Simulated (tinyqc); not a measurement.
Worked calculation: five-level k.p model folded onto the conduction band. Values are carried at full precision from step to step, so a last printed digit may differ when a step is redone from the rounded ones.

Second-order sums for the lowest conduction level at E: 1/m = 1 + Cm + (Ep/3)(2/E + 1/(E + Dso)) - (Ep2/3)(2/(E7 + D2 - E) + 1/(E7 - E)); g/2 = 1 + Cg - (Ep/3)(1/E - 1/(E + Dso)) - (Ep2/3)(1/(E7 - E) - 1/(E7 + D2 - E)). E is counted from the top of the valence band; E = Eg at the edge.

Constants: hbar^2/2m0 = 3.80998211 eV angstrom^2.

Values chosen for the exercise (near those of InSb; not measured data): Eg = 0.223 eV (gap at Gamma to the s-like level); Dso = 0.78 eV (spin-orbit splitting); Ep = 23 eV (Kane energy); E7 = 3.19 eV (upper Gamma7 conduction level, from the valence top); D2 = 0.34 eV (its spin-orbit splitting, Gamma8 above Gamma7); Ep2 = 5.8 eV (Kane energy to the upper levels); Cm = -2 (remote term in 1/m); Cg = -0.02 (remote term in g/2); k = 0.014 1/angstrom (wave vector along z).

## Mass and g factor term by term

Evaluate at E = Eg.

Terms:
```
level           part of 1/m  part of g
free + remote       -1.0000     1.9600
Gamma8 valence      68.7593   -68.7593
Gamma7 valence       7.6437    15.2875
Gamma8 upper        -1.1692     1.1692
Gamma7 upper        -0.6516    -1.3032
```

m = 0.0136 m0
g = -51.646

The valence levels give 76.40 to 1/m and the upper levels take 1.82 away. In g the two valence terms nearly cancel when Dso is small against Eg; here Dso/Eg = 3.50 and they leave -53.472, the upper pair -0.134.

## The matrix at one k

For k along z and one spin sector the level c couples to four states. With c0 = hbar^2/2m0, P = sqrt(Ep c0), P2 = sqrt(Ep2 c0): diagonal Eg + (1 + Cm) c0 k^2 for c, and 0, -Dso, E7 + D2, E7 for lh, so, G8 up, G7 up (their own dispersion is left out); couplings of c: sqrt(2/3) P k to lh, sqrt(1/3) P k to so, sqrt(2/3) P2 k to G8 up, sqrt(1/3) P2 k to G7 up (phases chosen real).

Fill in the matrix.

H (eV), rows c, lh, so, G8 up, G7 up and columns alike:
$$\begin{pmatrix}
0.22225 & 0.10701 & 0.07566 & 0.05374 & 0.03800 \\
0.10701 & 0 & 0 & 0 & 0 \\
0.07566 & 0 & -0.78000 & 0 & 0 \\
0.05374 & 0 & 0 & 3.53000 & 0 \\
0.03800 & 0 & 0 & 0 & 3.19000
\end{pmatrix}$$

## Exact folding onto c

Solve E = H_cc + S(E), S(E) = sum_j H_cj^2/(E - H_jj), from E = H_cc, by plain substitution and by Newton steps on E - H_cc - S(E). The weight of c in the state is Z = 1/(1 - dS/dE). The exact level is the third eigenvalue of H from below.

Iterates (eV):
```
step  substitution   Newton
0          0.22225  0.22225
1          0.27813  0.26739
2          0.26745  0.26891
3          0.26915  0.26891
4          0.26887  0.26891
5          0.26892  0.26891
6          0.26891  0.26891
7          0.26891  0.26891
```

exact level = 0.26891 eV
Z = 0.8591

Substitution multiplies the error by about dS/dE = 1 - 1/Z = -0.164 a step, so it alternates; after 7 steps it is off by 1.7e-07 eV, while Newton is within 1e-5 eV from step 2 on.

## Loewdin series

Expanding E = H_cc + S(E) about Eg in powers of k^2, with s_n = sum_j H_cj^2/(Eg - H_jj)^n: order k^2: e2 = (1 + Cm) c0 k^2 + s1; order k^4: e4 = -s2 e2; order k^6: e6 = s3 e2^2 + s2^2 e2.

Give each order and the partial sums, counted from Eg.

s1 (eV), s2 (no unit), s3 (1/eV); (1 + Cm) c0 k^2 is H_cc - Eg: [0.05569, 0.23637, 1.03806]

e2, e4, e6 (eV): [0.05495, -0.01299, 0.00620]

partial sums (eV): [0.05495, 0.04196, 0.04816]

The exact value is 0.04591 eV; the errors of the partial sums are +9.04, -3.95 and +2.25 meV.

## Checks

- Curvature of the exact level at small k against the sum for 1/m: 73.581 against 73.582.

tinyqc: `OMP_NUM_THREADS=1 python tinyqc.py 1051469 1051470 out.jsonl`; about 0.01 s, one thread, shared Intel(R) Xeon(R) Processor @ 2.30GHz.
